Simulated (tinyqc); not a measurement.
Permittivity and interface capacitance from two thicknesses.

Question. 1/C = t/(eps0 ek) + 2/ci for planar capacitors that differ only in thickness. Find ek, ci and the EOT of the interfaces, 2 x 3.9 eps0/ci.

Constants: eps0 = 8.8541878128e-14 F/cm where lengths are in cm. Results are converted to the units shown.

C at t = 9 and 27 nm (uF/cm^2): 0.76571144  0.25669309

Solution. 1/C is a straight line in t: the slope gives ek and the intercept 2/ci. A single thickness would give only the effective permittivity; when the interfaces are a small part of 1/C, ci needs very accurate data.

ek = 7.85
ci = 180 uF/cm^2
EOT of the interfaces = 0.0384 nm

Program tinyqc, `OMP_NUM_THREADS=1 python tinyqc.py 2102091 2102092 out.jsonl`; Intel Xeon 2.30GHz, shared host, one thread, about 0.01 s.
